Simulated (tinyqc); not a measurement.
Inverter chain driving a load.

N inverters, each f = Hc^(1/N) times larger than the one before: delay tau N (f + pp). Switched capacitance in units of the first input, with output capacitance pp times the input: Hc + (1 + pp)(Hc - 1)/(f - 1).

Parameters, values chosen for the exercise:
- Hc = 70 (load over the input capacitance of the chain)
- pp = 0.6 (parasitic delay of an inverter)
- tau = 6.4 ps (delay unit)

Results:
```
N      f  delay (ps)  switched capacitance
1  70.00       451.8                 71.60
2  8.367       114.8                 84.99
3  4.121       90.65                 105.4
5  2.339       94.05                 152.5
6  2.030       101.0                 177.2
7  1.835       109.1                 202.2
8  1.701       117.8                 227.5
```

Estimate the missing row, N = 4.

Computed row:
```
N      f  delay (ps)  switched capacitance
4  2.893       89.41                 128.3
```

With this row back in the table: The delay goes from 452 through a minimum of 89.4 (at N = 4 among the rows listed) to 118 ps. The best stage effort solves pp + rho (1 - ln rho) = 0, rho = 3.27, which gives N = ln Hc/ln rho = 3.59. One stage fewer than the best costs 1.4 % in delay and saves 18 % of the switched capacitance.

tinyqc, about 0.03 s, one thread, Intel Xeon 2.30GHz (shared host): `OMP_NUM_THREADS=1 python tinyqc.py 2082145 2082146 out.jsonl`
